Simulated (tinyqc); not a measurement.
## Tunnelling through a gate dielectric, WKB transmission and Tsu-Esaki current: effect of temperature

Electrons leave the emitter at x = 0. Energies E (motion across the layers) are in eV from the emitter Fermi level; the collector Fermi level lies at -V and offers states at every E. No charge in the dielectric and no image force: F1 = V/t1, U = phi1 - F1 x. With C = hbar^2/(2 m0), kappa = sqrt(m (U - E)/C) where U > E and 0 elsewhere; T(E) = exp(-S), S = 2 times the integral of kappa over x.

Each layer adds (2/F) sqrt(m/C) [G(u at its left edge) - G(u at its right edge)] to S, with u = U - E (0 where negative) and G(u) = (2/3) u^1.5. J = J0 times the integral of T(E) N(E) dE, N = ln[(1 + exp(-E/Vt))/(1 + exp((-E - V)/Vt))], J0 = q^2 me m0 kB T/(2 pi^2 hbar^3) (times 1e-4 for A/cm^2 per eV), from E = -Ef to far above the barrier (T = 1 there), by quadrature converged to the digits shown.

Values chosen for this exercise; dielectric values close to those of hafnium oxide:
```
symbol  value  unit                                                        meaning
Ef        1.7    eV              Fermi energy of the emitter above its band bottom
me       0.87    m0                            emitter mass in the supply function
phi1     1.44    eV  barrier of layer 1 above the emitter Fermi level at zero bias
m1       0.21    m0                                     tunnelling mass of layer 1
t1        1.6    nm                                           thickness of layer 1
V         1.3     V                                  voltage across the dielectric
```

Constants: q = 1.602176634e-19 C, kB = 1.380649e-23 J/K, hbar = 1.054571817e-34 J s, m0 = 9.1093837015e-31 kg, Vt = kB T/q, hbar^2/(2 m0) = 0.0380998212 eV nm^2. Results are converted to the units shown.

Result of one run:
```
T (K)  J (A/cm^2)  mean E of the current (eV)
600       1.648e6                     -0.5355
```

What becomes of these results when the temperature T is changed from 600 to 400 K, all else the same?

Result of the changed run:
```
T (K)  J (A/cm^2)  mean E of the current (eV)
400       1.586e6                     -0.5590
```

The whole series:
```
T (K)  J (A/cm^2)  mean E of the current (eV)
50        1.542e6                     -0.5758
100       1.544e6                     -0.5751
200       1.552e6                     -0.5719
300       1.566e6                     -0.5667
400       1.586e6                     -0.5590
500       1.613e6                     -0.5488
600       1.648e6                     -0.5355
750       1.720e6                     -0.5085
```

Between 50 and 300 K the current changes by a factor of 1.02, and between 300 and 750 K by 1.10; the mean energy of the current rises from -0.576 to -0.509 eV. The transmission grows by a factor e over d = 0.210 eV near E = 0, equal to kB T/q at 2430 K: far below that temperature the thermal tail adds little.

Computed by the program tinyqc: `OMP_NUM_THREADS=1 python tinyqc.py 2540163 2540164 out.jsonl`, one thread of a shared Intel Xeon 2.30GHz, about 0.04 s for the whole run.
